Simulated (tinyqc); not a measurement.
# Two-diode model of a solar cell: two studies

J is the current delivered and Vj = V + J Rs the junction voltage. J = X JL - J01 (exp(Vj/(n1 Vt)) - 1) - J02 (exp(Vj/(2 Vt)) - 1) - Vj/Rp. The photocurrent does not depend on voltage.

Values chosen for this exercise; values of the order met in cells of germanium: temperature T = 298.15 K; photocurrent at one sun JL = 42.8 mA/cm^2; concentration X = 1 suns; saturation current of the first diode J01 = 6e-6 A/cm^2; ideality factor of the first diode n1 = 1; series resistance Rs = 0.4 ohm cm^2; shunt resistance Rp = 4000 ohm cm^2; incident power at one sun Pin = 100 mW/cm^2; saturation current of the second diode (ideality 2) J02 = 9.2e-5 A/cm^2.

Constants: q = 1.602176634e-19 C, kB = 1.380649e-23 J/K, Vt = kB T/q. Results are converted to the units shown.

Each table varies one quantity; the others keep the values above.

## Effect of the saturation current of the second diode (ideality 2)

Jsc at V = 0, Voc at J = 0, the maximum power point where J (1 + 2 Rs G) = G Vj with G = -dJ/dVj; FF = Vmp Jmp/(Voc Jsc); efficiency Vmp Jmp/(X Pin). Empirical fill factor without parasitics FF0 = (v - ln(v + 0.72))/(v + 1), v = Voc/(n1 Vt).

Result of one run:
```
J02 (A/cm^2)  Jsc (mA/cm^2)  Voc (V)  Vmp (V)  Jmp (mA/cm^2)      FF  efficiency (%)     FF0
3e-6                  42.79   0.2278   0.1638          36.45  0.6126           5.971  0.6695
```

What becomes of these results when the saturation current of the second diode (ideality 2) J02 is changed from 3e-6 to 0.0003 A/cm^2, all else the same?

Result of the changed run:
```
J02 (A/cm^2)  Jsc (mA/cm^2)  Voc (V)  Vmp (V)  Jmp (mA/cm^2)      FF  efficiency (%)     FF0
0.0003                42.67   0.2132   0.1466          33.29  0.5366           4.881  0.6559
```

The whole series:
```
J02 (A/cm^2)  Jsc (mA/cm^2)  Voc (V)  Vmp (V)  Jmp (mA/cm^2)      FF  efficiency (%)     FF0
3e-6                  42.79   0.2278   0.1638          36.45  0.6126           5.971  0.6695
1e-5                  42.79   0.2274   0.1634          36.35  0.6103           5.939  0.6692
3e-5                  42.78   0.2264   0.1622          36.06  0.6038           5.848  0.6683
9e-5                  42.75   0.2234   0.1585          35.29  0.5857           5.595  0.6656
0.0003                42.67   0.2132   0.1466          33.29  0.5366           4.881  0.6559
0.0009                42.44   0.1877   0.1215          30.45  0.4644           3.699  0.6289
0.003                 41.64   0.1385  0.08310          26.91  0.3877           2.236  0.5603
0.009                 39.55  0.08972  0.05033          23.05  0.3270           1.160  0.4573
```

As J02 goes from 3e-6 to 0.009, Voc falls from 0.228 to 0.0897 V, FF falls from 0.613 to 0.327 and the efficiency falls from 5.97 to 1.16 %. Voc changes by -102 mV a decade between the last two rows and -0.671 mV between the first two. In every row v is below 10, outside the range of the formula for FF0.

## Effect of the saturation current of the first diode

Same model as above.

Effect of the saturation current of the first diode:
```
J01 (A/cm^2)  Jsc (mA/cm^2)  Voc (V)  Vmp (V)  Jmp (mA/cm^2)      FF  efficiency (%)     FF0
6e-8                  42.76   0.3044   0.2151          34.49  0.5697           7.416  0.7252
6e-7                  42.76   0.2726   0.1965          35.13  0.5922           6.903  0.7048
6e-6                  42.75   0.2233   0.1584          35.26  0.5851           5.587  0.6655
6e-5                  42.70   0.1674   0.1128          33.68  0.5313           3.798  0.6036
0.0006                42.20   0.1096  0.06789          29.66  0.4355           2.014  0.5049
0.006                 37.93  0.05375  0.02968          21.90  0.3188          0.6500  0.3422
```

As J01 goes from 6e-8 to 0.006, Voc falls from 0.304 to 0.0538 V, FF goes from 0.570 through a maximum of 0.592 (at J01 = 6e-7 among the rows listed) to 0.319 and the efficiency falls from 7.42 to 0.650 %. Voc changes by -55.8 mV a decade between the last two rows and -31.9 mV between the first two. For J01 = 6e-6, 6e-5, 0.0006, 0.006 v is below 10, outside the range of the formula for FF0.

tinyqc, about 0.01 s, one thread, Intel Xeon 2.30GHz (shared host): `OMP_NUM_THREADS=1 python tinyqc.py 2280119 2280120 out.jsonl`
